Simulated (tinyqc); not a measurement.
# Potential-pH (Pourbaix) lines of a metal, its cation, its oxide and an oxyanion, with a complexing ligand, step by step

A worked calculation. Computed by tinyqc, a small Python program that keeps every step. Command: `OMP_NUM_THREADS=1 python tinyqc.py 3002334 3002335 out.jsonl pourb walk`. One thread of a shared host (Intel(R) Xeon(R) Processor @ 2.30GHz), about 0.02 s of CPU time with the checks. Intermediate numbers are printed to about 6 digits and carried at full precision; extremes and crossings named in words are read from the listed rows.

Potentials are against the standard hydrogen electrode; solids and water have unit activity; dG_f of M, H+ and the electron is zero; F = e N_A and s = R T ln(10)/F. The cation carries z = 2.

Inputs (values chosen for the exercise, modelled on nickel): dG_f of the cation = -45.69 kJ/mol; dG_f of the oxide = -212.38 kJ/mol; dG_f of the oxyanion = -294.79 kJ/mol; dG_f of water = -237.14 kJ/mol; temperature T = 298.15 K; log10 of the dissolved activity a = -3; pH = 9.4; potential E = 0.75 V; log10 of the stability constant beta of ML = 7.9; pKa of HL = 5.1; total ligand c_L = 0.035 mol/L; limiting current density i_L = 2.9e-05 A/cm^2; molar volume V_m = 6.59 cm^3/mol.

Species: M, M2+, MO, MO2(2-).

exchange current densities, metal and cathodic (A/cm^2): [1.1e-07, 7.7e-12]

Tafel slopes, anodic and cathodic (mV/decade): [40, 155]

Constants: R = 8.314462618 J/(mol K); e = 1.602176634e-19 C; N_A = 6.02214076e+23 1/mol.

## Standard potentials

M2+ + 2e = M; MO + 2H+ + 2e = M + H2O; MO2(2-) + 4H+ + 2e = M + 2H2O. For each, E0 = -dG/(z F), and E = E0 + (s/z) log10 a - (s n_H/z) pH, with no activity term for the oxide.

s = 0.0591593 V

E0 (V): cation -0.236772, oxide 0.128310, oxyanion 0.930141

The metal is less noble than hydrogen.

## Vertical lines

Two oxidised species coexist where their lines against the metal cross: pH1 (cation/oxide) = [E0(oxide) - E0(cation)]/s - (log10 a)/z; pH2 (oxide/oxyanion) = {[E0(oxyanion) - E0(oxide)]/s + (log10 a)/z}/(4/z - 1).

pH1 = 7.67115

pH2 = 12.0538

width of the oxide field, pH2 - pH1 = 4.38261

The oxide is stable from pH 7.67 to 12.05; each decade less of dissolved metal narrows this field by 1.00 pH units.

## The stable species at (pH, E)

The metal is stable below the lowest of the three lines; above it, the species of the lowest line is stable. Water lines at 1 bar: hydrogen E = -s pH, oxygen E = -dG_f(water)/(2F) - s pH.

lines at this pH (V): cation -0.325511, oxide -0.427788, oxyanion -0.270793

upper limit of immunity = -0.427788 V

hydrogen line = -0.556098 V

oxygen line = 0.672794 V

E above the limit of immunity = 1.17779 V

Stable here: the oxide (passivity, if the film is dense). The point lies outside the stability range of water. Immunity reaches above the hydrogen line, so without the ligand only oxygen or another oxidant can attack. Caution: other oxidation states, hydroxides and hydrides are left out, and the lines say nothing of rates.

## A complexing ligand

The free ligand is c_L/(1 + 10^(pKa - pH)) (ligand in excess); dissolved metal is a in all, so the free cation is a/alpha, alpha = 1 + beta [L]; the cation line drops by (s/z) log10 alpha.

free ligand = 0.0349982 mol/L

log10 alpha = 6.44405

cation line with ligand = -0.516124 V

that line less the oxide line = -0.0883353 V

With the ligand the dissolved state lies below the oxide: the oxide dissolves at this pH, where it would be stable without.

## Mixed potential with oxygen reduction

Anodic i = i0a 10^((E - E_a)/b_a) with E_a the cation line with ligand; cathodic i = i0c 10^((E_c - E)/b_c) with E_c the oxygen line; supply caps the cathodic current, 1/i_c = 1/i(Tafel) + 1/i_L. E_corr makes the two currents equal. Without the cap it would be [b_c E_a + b_a E_c + b_a b_c log10(i0c/i0a)]/(b_a + b_c). Rate = i V_m/(z F). Films are left out.

E_corr without the cap = -0.404348 V

corrosion potential E_corr = -0.424052 V

corrosion current density = 2.20389e-05 A/cm^2

i/i_L = 0.759963

etch rate = 0.451581 nm/min

Activation and supply both matter.

## The diagram with and without ligand

The formulas are those given above.

Lines against the metal (V); the species with the lowest line is stable above it:
```
pH     cation      oxide   oxyanion  stable above  cation with ligand  stable above, ligand
0   -0.325511   0.128310   0.841402        cation           -0.365837             dissolved
2   -0.325511   0.009991   0.604765        cation           -0.424423             dissolved
4   -0.325511  -0.108328   0.368128        cation           -0.482605             dissolved
5   -0.325511  -0.167487   0.249809        cation           -0.505656             dissolved
6   -0.325511  -0.226646   0.131490        cation           -0.514601             dissolved
7   -0.325511  -0.285806   0.013171        cation           -0.515963             dissolved
8   -0.325511  -0.344965  -0.105147         oxide           -0.516108             dissolved
9   -0.325511  -0.404124  -0.223466         oxide           -0.516123             dissolved
10  -0.325511  -0.463284  -0.341785         oxide           -0.516124             dissolved
12  -0.325511  -0.581603  -0.578422         oxide           -0.516124                 oxide
14  -0.325511  -0.699921  -0.815059      oxyanion           -0.516124              oxyanion
```

Without ligand the oxide holds 4 of the eleven rows (pH 8 to 12), with it 1 (pH 12). The ligand acts once beta [L] exceeds 1, from pH = pKa - log10(beta c_L) = -1.3 on, that is in all rows; its line then falls by at most s/z per pH unit and flattens beyond pKa, 0.191 V below the free cation at most. The oxide line falls faster, by s per pH unit, so the oxide takes over again at higher pH.

Checks made by the program: the lines cross at pH1 and pH2 (relative difference below 1e-10).
